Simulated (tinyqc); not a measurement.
Comparisons within one model: six-band Luttinger-Kohn model with strain. A value that a table varies takes the place of the one given here.

Six-band Luttinger-Kohn model in the basis |3/2,3/2>, |3/2,1/2>, |3/2,-1/2>, |3/2,-3/2>, |1/2,1/2>, |1/2,-1/2>, electron energies, zero at the top of the unstrained valence band. H = -[rows: (P+Q, -S, R, 0, -S/r2, r2 R); (-S*, P-Q, 0, R, -r2 Q, r32 S); (R*, 0, P-Q, S, r32 S*, r2 Q); (0, R*, S*, P+Q, -r2 R*, -S*/r2); (-S*/r2, -r2 Q, r32 S, -r2 R, P+Dso, 0); (r2 R*, r32 S*, r2 Q, -S/r2, 0, P+Dso)], r2 = sqrt(2), r32 = sqrt(3/2). Levels are twofold.

P = c g1 k^2 - av tr(e); Q = c g2 (kx^2 + ky^2 - 2 kz^2) - (b/2)(exx + eyy - 2 ezz); R = c sqrt3 [-g2 (kx^2 - ky^2) + 2i g3 kx ky] + (sqrt3/2) b (exx - eyy) - i d exy; S = 2 c sqrt3 g3 (kx - i ky) kz - d (exz - i eyz); c = hbar^2/2m0, e the strain tensor (not engineering shear).

s11 = (C11 + C12)/((C11 - C12)(C11 + 2 C12)), s12 = -C12/((C11 - C12)(C11 + 2 C12)), s44 = 1/C44; exx = s11 sxx + s12 (syy + szz) and cyclic, exy = s44 sxy/2; tension is positive. A uniaxial stress X along the unit vector n is s_ij = X n_i n_j.

Constants: hbar^2/2m0 = 3.80998211 eV angstrom^2.

Values chosen for the exercise (near those of InP; the results hold for these values, not for the real material): Dso = 0.11 eV (spin-orbit splitting); g1 = 5.05 (Luttinger gamma1); g2 = 1.6 (gamma2); g3 = 2.09 (gamma3); av = 0.6 eV (valence hydrostatic potential); b = -2.05 eV (tetragonal shear potential); d = -5.02 eV (trigonal shear potential); C11 = 102.9 GPa; C12 = 55.6 GPa; C44 = 45 GPa; load = uniaxial [001] (kind of stress); X1 = 1.2 GPa (size of the stress); E_h = 60 meV (hole energy below the top); X = -1.29 GPa (stress).

## Sweep of a uniaxial [001] stress

Edges at k = 0 and curvature masses of the top pair along [110] and [001] (step 0.0002 1/angstrom); at zero stress the top is fourfold and has no single curvature.

Edges and masses:
```
X (GPa)  top (eV)  second (eV)  third (eV)  splitting (meV)  m [110]  m [001]
-3.00      0.2212      -0.1384     -0.2180            359.6    0.521    0.088
-2.00      0.1399      -0.0923     -0.1744            232.2    0.504    0.089
-1.00      0.0620      -0.0461     -0.1343            108.2    0.452    0.093
0.00       0.0000       0.0000     -0.1100              0.0        -        -
1.00       0.0461      -0.0041     -0.1436             50.2    0.150    0.541
2.00       0.0923       0.0304     -0.2159             61.9    0.150    0.541
3.00       0.1384       0.0725     -0.2958             65.9    0.150    0.541
```

The splitting reaches 359.6 meV under compression and 65.9 meV under the same tension; linear shear terms alone would make the two equal, and the difference comes from the coupling to the split-off band. At the ends of the sweep the top pair has a mass along [110] of 0.521 under compression and 0.150 under tension, so tension gives the lighter holes along [110]; along [001] it has 0.088 and 0.541. The top edge itself moves by +221 and +138 meV. The ends of the sweep mean strains up to 4.7 %, beyond the range of linear deformation potentials.

## Which stress helps holes along [110]

Each load has size X1 (biaxial: sxx = syy); masses are curvatures of the top pair at k = 0.

Results:
```
load                         splitting (meV)  top edge (meV)  m [110]  m [001]
uniaxial [110], compression            103.5            59.1    0.084    0.463
uniaxial [110], tension                 52.9            47.1    0.719    0.122
uniaxial [100], compression            132.4            77.1    0.154    0.468
uniaxial [100], tension                 54.0            55.4    0.235    0.150
uniaxial [111], compression             95.2            53.2    0.115    0.198
uniaxial [111], tension                 47.7            42.0    0.338    0.198
biaxial (001), compression              54.0            45.3    0.150    0.541
biaxial (001), tension                 132.4            87.1    0.468    0.092
```

The lightest mass along [110] (0.084) comes with uniaxial [110], compression. The largest splitting (132.4 meV) comes with uniaxial [100], compression; biaxial (001), tension. The heaviest mass along [001] (0.541), which lowers the confinement energy in a (001) channel, comes with biaxial (001), compression. The splitting per GPa follows b (s11 - s12) for loads along cube axes and d s44 for [111]: here 2 |b| (s11 - s12) = 86.7 and |d| s44/sqrt3 = 64.4 meV per GPa in the limit of large Dso; where the splitting nears Dso, mixing with the split-off band makes it depend on the sign of the load.

## Warping of the constant-energy contours (six-band Luttinger-Kohn model)

No strain (e = 0). In the plane kz = 0, |k| where the top and second pairs lie E_h below the top, against the angle from [100]; m = c k^2/E_h.

Contours:
```
angle (degrees)  k top (1/angstrom)  k second (1/angstrom)  m top (m0)  m second (m0)
0                            0.0923                 0.0502       0.541          0.160
9                            0.0944                 0.0503       0.566          0.160
18                           0.1015                 0.0505       0.654          0.162
27                           0.1154                 0.0508       0.846          0.164
36                           0.1373                 0.0510       1.197          0.165
45                           0.1523                 0.0511       1.473          0.166
```

The heavy contour reaches 1.651 times as far along [110] as along [100], the light one 1.019 times. The warping follows g3 - g2 = 0.49 and would vanish for g2 = g3. Along [100] the heavy mass is 1/(g1 - 2 g2) = 0.541 at any energy, while the light one is 0.1599, against 1/(g1 + 2 g2) = 0.1212 at the edge, for E_h/Dso = 0.55.

## What each parameter does

Edges at k = 0 under a uniaxial [001] stress X and the curvature mass of the top pair along [110] (step 0.0002 1/angstrom). Each row changes one parameter from the base and keeps the others.

Results:
```
case              top (eV)  second (eV)  third (eV)  mass (m0)
base                0.0839      -0.0595     -0.1453      0.474
C44 = 36 GPa        0.0839      -0.0595     -0.1453      0.474
g3 = 2.508          0.0839      -0.0595     -0.1453      0.474
b = -2.46 eV        0.1047      -0.0707     -0.1548      0.488
Dso = 0.088 eV      0.0872      -0.0595     -0.1266      0.491
C11 = 123.48 GPa    0.0538      -0.0423     -0.1315      0.442
av = 0.48 eV        0.0847      -0.0588     -0.1445      0.474
g1 = 6.06           0.0839      -0.0595     -0.1453      0.321
```

The largest shifts from the base row, up to three for each result and ties (the steps differ in size, so this ranks the rows, not the parameters). top (eV): C11 -0.0301, b +0.0208, Dso +0.0033; unchanged at the printed digits by C44, g3 and g1. second (eV): C11 +0.0173, b -0.0112, av +0.0007; unchanged at the printed digits by C44, g3, Dso and g1. third (eV): Dso +0.0187, C11 +0.0138, b -0.0096; unchanged at the printed digits by C44, g3 and g1. mass (m0): g1 -0.153, C11 -0.032, Dso +0.017; unchanged at the printed digits by C44, g3 and av. The Luttinger parameters multiply k^2 and cannot move the edges; av shifts all edges alike and leaves the mass.

(tinyqc, `OMP_NUM_THREADS=1 python tinyqc.py 1080941 1080942 out.jsonl`, Intel(R) Xeon(R) Processor @ 2.30GHz, 1 thread, shared host, about 0.04 s.)
